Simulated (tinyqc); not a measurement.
Crystal pulling from the melt: segregation, interface stability, heat balance and point-defect regime: one step, computed by the program tinyqc. Command: `OMP_NUM_THREADS=1 python tinyqc.py 3030775 3030776 out.jsonl pull walk`. One thread of a shared host (Intel(R) Xeon(R) Processor @ 2.30GHz), about 0.01 s of CPU time with the checks.

A dilute solute; steady pulling with a flat interface unless it is found unstable.

Task: Boundary layer and effective coefficient. delta = 1.61 D^(1/3) nu^(1/6) omega^(-1/2), omega = 2 pi rpm/60; k_eff = k0/[k0 + (1 - k0) exp(-V delta/D)] (Burton, Prim and Slichter); the melt at the interface is enriched by k_eff/k0.

Inputs (values chosen for the exercise, for a model semiconductor):
```
quantity                      value    unit
equilibrium coefficient k0     0.24       -
diffusivity in the melt D   0.00035  cm^2/s
kinematic viscosity nu       0.0034  cm^2/s
crystal rotation                 20     rpm
pull rate V                     1.7  mm/min
```

Give: boundary layer delta; V delta/D; k_eff; enrichment at the interface.

Result:

boundary layer delta = 304.0 micrometre

V delta/D = 0.2461

k_eff = 0.2877

enrichment at the interface = 1.199

k_eff has moved 6.3 % of the way from k0 to 1. A 10 % ripple of V gives striations of 1.75 % in C_s, since d ln k_eff/d ln V = (1 - k_eff) V delta/D.
